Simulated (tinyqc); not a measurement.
# From one set of inputs to another, one input at a time

Model: cluster expansion of a binary alloy: correlations, fit, cross-validation and ground states. Computed by tinyqc, a small Python program. Command: `OMP_NUM_THREADS=1 python tinyqc.py 3016679 3016680 out.jsonl clex ladder`. One thread of a shared host (Intel(R) Xeon(R) Processor @ 2.30GHz), about 0.05 s of CPU time with the checks.

s = +1 for A and -1 for B. Energy per site E = J0 + J1 P(point) + sum over clusters of m V P, with P the mean product of spins; V > 0 on a pair favours unlike neighbours. Clusters per site m: pair 1 6, pair 2 3, pair 3 12, triplet 8; the triplet is the triangle of first neighbours. Formation energies are counted from the line between pure A and pure B, which removes J0 and J1.

The inputs printed are set A. Inputs not listed in the table keep their values of set A, so the rows need not describe a real material.

Inputs (values chosen for the exercise, for a model alloy):
```
quantity                    value      unit
first-pair interaction V1   -5.34       meV
second-pair interaction V2     -2       meV
third-pair interaction V3   -0.55       meV
triplet interaction Vt       -1.2       meV
noise amplitude               2.5  meV/site
temperature T                 370         K
fraction x of B              0.47         -
```

Lattice: fcc.

correlations P, counted on periodic cells:
```
                       point     pair 1     pair 2     pair 3    triplet
A                   1.000000   1.000000   1.000000   1.000000   1.000000
A3B L1_2            0.500000   0.000000   1.000000   0.000000  -0.500000
A3B D0_22           0.500000   0.000000   0.666667   0.333333  -0.500000
A3B (001) layers    0.500000   0.333333   0.666667   0.000000   0.500000
A2B (001) layers    0.333333   0.111111   0.555556  -0.333333   0.333333
AB L1_0             0.000000  -0.333333   1.000000  -0.333333   0.000000
AB L1_1             0.000000   0.000000  -1.000000   0.000000   0.000000
A2B2 (001) layers   0.000000   0.333333   0.333333  -0.333333   0.000000
AB2 (001) layers   -0.333333   0.111111   0.555556  -0.333333  -0.333333
AB3 L1_2           -0.500000   0.000000   1.000000   0.000000   0.500000
AB3 D0_22          -0.500000   0.000000   0.666667   0.333333   0.500000
AB3 (001) layers   -0.500000   0.333333   0.666667   0.000000  -0.500000
B                  -1.000000   1.000000   1.000000   1.000000  -1.000000
```

standard normal numbers for the noise (0 for the pure ends): A 0.000, A3B L1_2 -0.130, A3B D0_22 -0.873, A3B (001) layers -0.421, A2B (001) layers -1.044, AB L1_0 -0.676, AB L1_1 -1.126, A2B2 (001) layers 0.528, AB2 (001) layers 0.935, AB3 L1_2 -0.609, AB3 D0_22 -1.227, AB3 (001) layers -1.399, B 0.000

Constants: k_B = 8.617333262e-05 eV/K.

Method:
- Design matrix of formation energies: m (P - 1) for pairs and m (P(triplet) - P(point)) for the triplet; x = (1 - P(point))/2.
- Exact: X V with V = (V1, V2, V3, Vt). The data to fit add the noise amplitude times the normal numbers, standing for what the clusters leave out.
- Leave out pair 3: A = X^T X and b = X^T E (E being the data with noise) over these three columns; solve A V = b. The root-mean-square error runs over the structures between the pure ends.
- For each set, H = X (X^T X)^-1 X^T over the structures between the ends; residual e = E - H E; leave-one-out error e_i/(1 - H_ii); both as root mean squares.
- Random alloy: P(pair) = p^2, P(triplet) = p^3, p = 1 - 2x, so H_mix = (p^2 - 1) sum m V(pairs) + (p^3 - p) m Vt; G_mix = H_mix + k_B T [x ln x + (1 - x) ln(1 - x)]. To first order in 1/T the Warren-Cowley parameter of shell 1 is alpha_1 = -(1 - p^2) V_eff/(k_B T), V_eff = V1 + (number of triplets on a first-neighbour bond) p Vt, that number being 4.

Each row keeps all changes above it; columns: (1) input moved; (2) from; (3) to; (4) mixing enthalpy H_mix (meV/site); (5) root-mean-square error of the three-cluster fit (meV/site); (6) leave-one-out error without pair 3 (meV/site):
```
(1)                                 (2)    (3)    (4)    (5)    (6)
set A                                 -      -  45.05  3.247  5.752
triplet interaction Vt (meV)       -1.2     -1  44.96  3.247  5.752
fraction x of B                    0.47    0.1  18.37  3.247  5.752
temperature T (K)                   370    440  18.37  3.247  5.752
noise amplitude (meV/site)          2.5   0.89  18.37  2.449  4.666
second-pair interaction V2 (meV)     -2  -0.56  16.82  2.449  4.666
first-pair interaction V1 (meV)   -5.34   4.58  -4.61  2.449  4.666
third-pair interaction V3 (meV)   -0.55  -0.24  -5.95  1.310  2.369
```

Mixing enthalpy H_mix goes from 45.1 to -5.95, -51 in all. The largest single move comes from fraction x of B (-26.6). Root-mean-square error of the three-cluster fit goes from 3.25 to 1.31, a factor 0.403 in all. The largest single move comes from third-pair interaction V3 (a factor 0.535). Leave-one-out error without pair 3 goes from 5.75 to 2.37, a factor 0.412 in all. The largest single move comes from third-pair interaction V3 (a factor 0.508). The single moves hold for this order of the switches; the total does not depend on the order.

Extremes, crossings and ranges named in words are read from the listed rows.
